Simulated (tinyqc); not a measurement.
Nanowire ballistic transistor, top-of-the-barrier model: course of the iteration: self-consistent potential at the barrier top.

At the top of the source barrier, states moving towards the drain are filled by the source (Fermi level 0) and states moving back by the drain (Fermi level -q Vd); nothing scatters. U is the shift of the band edge there, set by the capacitances CG, CD and CS (the total) and by the charge. Parabolic one-dimensional subband; the source is grounded.

eta1 = -(E0 + U)/Vt, eta2 = eta1 - Vd/Vt, n = (N0/2)[F_(-1/2)(eta1) + F_(-1/2)(eta2)], F_(-1/2)(x) = (1/sqrt(pi)) int_0^infinity u^(-1/2)/(1 + exp(u - x)) du. U(out) = UL + q (n - n0)/CS. U(new) = U(out).

Stop when U changes by less than 1e-9 eV, or after 25 iterations.

Inputs (values chosen for the exercise); mass and valleys close to those of gallium nitride: temperature T = 300 K; band edge at the barrier top above the source Fermi level at zero bias E0 = 0.22 eV; drain voltage Vd = 0.2 V.

Constants: q = 1.602176634e-19 C, kB = 1.380649e-23 J/K, Vt = kB T/q. Results are converted to the units shown.

U at the start (U = UL) = -0.651 eV
N0 = 2.08357e6 cm^-1
CS = 2.46833 pF/cm
n0 = 419.672 cm^-1
UL = -0.651 eV

Course of the iteration:
```
iteration,U (eV),|change| (eV)
1,-0.113114,0.538
2,-0.649956,0.537
3,-0.114018,0.536
4,-0.649919,0.536
5,-0.114051,0.536
6,-0.649917,0.536
7,-0.114052,0.536
8,-0.649917,0.536
9,-0.114052,0.536
...,...,...
17,-0.114052,0.536
18,-0.649917,0.536
19,-0.114052,0.536
20,-0.649917,0.536
21,-0.114052,0.536
22,-0.649917,0.536
23,-0.114052,0.536
24,-0.649917,0.536
25,-0.114052,0.536
```

Did this iteration meet its convergence test, and what does its course show?

No. Not converged within 25 iterations. The value swings between -0.6499 and -0.1141 for good. At the solution, U = -0.4118 eV, the quantum capacitance is 1.44 times CS, and dU(out)/dU = -CQ/CS: its size exceeds one, so plain substitution overshoots further each time near the root. A rerun with Newton steps converges in 6 iterations.

Program tinyqc, `OMP_NUM_THREADS=1 python tinyqc.py 2400138 2400139 out.jsonl`; Intel Xeon 2.30GHz, shared host, one thread, about 0.06 s.
